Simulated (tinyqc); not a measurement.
# Hot electrons in a saturated n-channel MOSFET, lucky-electron model: several studies

Beyond pinch-off the lateral field grows as Esat cosh(y/l) over the velocity-saturated region (pseudo-two-dimensional model). Impact ionisation in this region gives the substrate current, which biases the body forward through Rsub. Currents are per width. Local-field laws: they overstate ionisation when the field peak is narrower than an energy relaxation length.

Inputs (values chosen for the exercise); values close to those of silicon n-channel devices: channel length L = 0.25 um; oxide thickness tox = 5.6 nm; junction depth xj = 81 nm; threshold VT = 0.57 V; effective mobility mu = 400 cm^2/(V s); saturation velocity vs = 9.4e6 cm/s; ionisation prefactor Ai = 2e6 1/cm; ionisation field Bi = 1.64 MV/cm; resistance of the lightly doped drain Rd = 200 ohm um; substrate resistance Rsub = 28000 ohm um; fall of VT per volt of forward body bias kb = 0.4; lifetime exponent m = 3.1; lifetime constant Hl = 7100 s uA/um; drain voltage Vd = 2 V; gate voltage Vg = 1 V.

Constants: eps0 = 8.8541878128e-14 F/cm where lengths are in cm. Results are converted to the units shown.

Each table varies one quantity; the others keep the values above.

## Effect of the channel length

Cox = 3.9 eps0/tox, l = sqrt(3 tox xj), Esat = 2 vs/mu. Overdrive g = Vg - VT + kb Vb; Vdsat = g Esat L/(g + Esat L); Id = Cox vs (g - Vdsat); dV = Vd - Id Rd - Vdsat; Em = sqrt((dV/l)^2 + Esat^2); Isub = Id (Ai/Bi) l Em exp(-Bi/Em). Vb = Rsub Isub is solved self-consistently. Lifetime tau = (Hl/Id)(Isub/Id)^(-m); 1 year = 3.15576e7 s.

Effect of the channel length:

| L (um) | Id (uA/um) | Em (MV/cm) | Isub (uA/um) | Isub/Id | tau (years) |
|---|---|---|---|---|---|
| 0.12 | 148.8 | 0.4624 | 8.923 | 0.05997 | 0.009290 |
| 0.18 | 106.1 | 0.4541 | 5.857 | 0.05520 | 0.01684 |
| 0.25 | 79.67 | 0.4484 | 4.147 | 0.05205 | 0.02691 |
| 0.35 | 58.86 | 0.4436 | 2.912 | 0.04948 | 0.04262 |
| 0.5 | 42.34 | 0.4395 | 2.006 | 0.04738 | 0.06774 |
| 0.71 | 30.43 | 0.4365 | 1.395 | 0.04584 | 0.1044 |
| 1 | 21.93 | 0.4342 | 0.9808 | 0.04473 | 0.1564 |

As L goes from 0.12 to 1 um, Em falls from 0.462 to 0.434 MV/cm, Isub falls from 8.92 to 0.981 uA/um and tau rises from 0.00929 to 0.156 years. From the first row to the last, log10(tau) changes by 1.2: 0.39 from (Isub/Id)^(-m), which holds Em and l, and 0.83 from 1/Id. For L = 0.12 to 0.18 um the saturated region takes over 60 % of L, so using the full L in Vdsat is rough.

## Effect of the oxide thickness

Same model as above.

Results:

| tox (nm) | Id (uA/um) | Em (MV/cm) | Isub (uA/um) | Isub/Id | tau (years) |
|---|---|---|---|---|---|
| 3.9 | 155.7 | 0.5168 | 12.64 | 0.08121 | 0.003468 |
| 4.8 | 102.4 | 0.4786 | 6.634 | 0.06478 | 0.01063 |
| 7.3 | 55.53 | 0.3977 | 1.835 | 0.03305 | 0.1578 |
| 9 | 43.32 | 0.3604 | 0.9402 | 0.02170 | 0.7452 |
| 11 | 34.73 | 0.3274 | 0.4791 | 0.01379 | 3.789 |

Estimate the missing row, tox = 5.9 nm.

Computed row:

| tox (nm) | Id (uA/um) | Em (MV/cm) | Isub (uA/um) | Isub/Id | tau (years) |
|---|---|---|---|---|---|
| 5.9 | 73.78 | 0.4382 | 3.538 | 0.04795 | 0.03747 |

With this row back in the table: As tox goes from 3.9 to 11 nm, Em falls from 0.517 to 0.327 MV/cm, Isub falls from 12.6 to 0.479 uA/um and tau rises from 0.00347 to 3.79 years. From the first row to the last, log10(tau) changes by 3.0: 2.4 from (Isub/Id)^(-m), which holds Em and l, and 0.65 from 1/Id.

## Effect of the gate voltage

Same model as above.

Effect of the gate voltage:

| Vg (V) | Id (uA/um) | Em (MV/cm) | Isub (uA/um) | Isub/Id | tau (years) |
|---|---|---|---|---|---|
| 0.72 | 11.269 | 0.50532 | 0.99785 | 0.088548 | 0.036645 |
| 0.88 | 44.793 | 0.47021 | 2.8964 | 0.064662 | 0.024430 |
| 1.04 | 92.584 | 0.44189 | 4.4989 | 0.048592 | 0.028659 |
| 1.2 | 148.82 | 0.41864 | 5.5752 | 0.037461 | 0.039936 |
| 1.36 | 210.42 | 0.39898 | 6.1942 | 0.029437 | 0.059634 |
| 1.52 | 275.74 | 0.38192 | 6.4660 | 0.023450 | 0.092094 |
| 1.68 | 343.86 | 0.36677 | 6.4852 | 0.018860 | 0.14507 |
| 1.84 | 414.21 | 0.35309 | 6.3246 | 0.015269 | 0.23180 |
| 2 | 486.44 | 0.34057 | 6.0389 | 0.012414 | 0.37493 |

As Vg goes from 0.72 to 2 V, Em falls from 0.505 to 0.341 MV/cm, Isub goes from 0.998 through a maximum of 6.49 (at Vg = 1.68 V among the rows listed) to 6.04 uA/um and tau goes from 0.0366 through a minimum of 0.0244 (at Vg = 0.88 V among the rows listed) to 0.375 years. Id grows with Vg while the rising Vdsat lowers the field, hence the bell shape; the peak row has Vg/Vd = 0.84.

Computed by the program tinyqc: `OMP_NUM_THREADS=1 python tinyqc.py 2550002 2550003 out.jsonl`, one thread of a shared Intel Xeon 2.30GHz, about 0.01 s for the whole run.
